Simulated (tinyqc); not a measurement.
Zener tunnelling in a reverse-biased junction, two-band WKB: one step of the calculation.

Abrupt p-n junction, depletion approximation. Energies E are counted from the conduction-band edge of the neutral n side; its Fermi level lies at dn, that of the p side at dn - V, and the valence-band edge of the neutral p side at Em = dn + dp - V. Tunnelling needs 0 < E < Em. Two-band dispersion with equal masses m: inside the gap kappa = sqrt(m u (1 - u/Eg)/C), u the distance from a band edge, C = hbar^2/(2 m0).

Problem. Fermi levels and built-in voltage. Nd = Nc F12(dn/Vt), Na = Nv F12(dp/Vt), F12(x) = (2/sqrt(pi)) int_0^infinity sqrt(u)/(1 + exp(u - x)) du; dn = EF - Ec on the n side, dp = Ev - EF on the p side (negative outside the bands); Vbi = Eg + dn + dp.

Parameters, values chosen for the exercise; band and dielectric values close to those of indium arsenide:
- T = 300 K (temperature)
- Eg = 0.346 eV (band gap)
- Nc = 8.78e16 cm^-3 (conduction-band density of states at 300 K)
- Nv = 6.53e18 cm^-3 (valence-band density of states at 300 K)
- Na = 6.8e18 cm^-3 (acceptor density)
- Nd = 3e17 cm^-3 (donor density)

Constants: q = 1.602176634e-19 C, kB = 1.380649e-23 J/K, Vt = kB T/q. Results are converted to the units shown.

Find: dn; dp; Vbi.

Solution.

dn = 0.06164 eV
dp = 0.01043 eV
Vbi = 0.4181 V

Boltzmann statistics would give dn = 0.0318 eV and dp = 0.00105 eV. At zero bias the bands of the two sides overlap by dn + dp.

Range of the model: Parabolic densities of states, no band tails and no gap narrowing, all of which matter at such doping.

Program tinyqc, `OMP_NUM_THREADS=1 python tinyqc.py 2620054 2620055 out.jsonl`; Intel Xeon 2.30GHz, shared host, one thread, about 0.02 s.
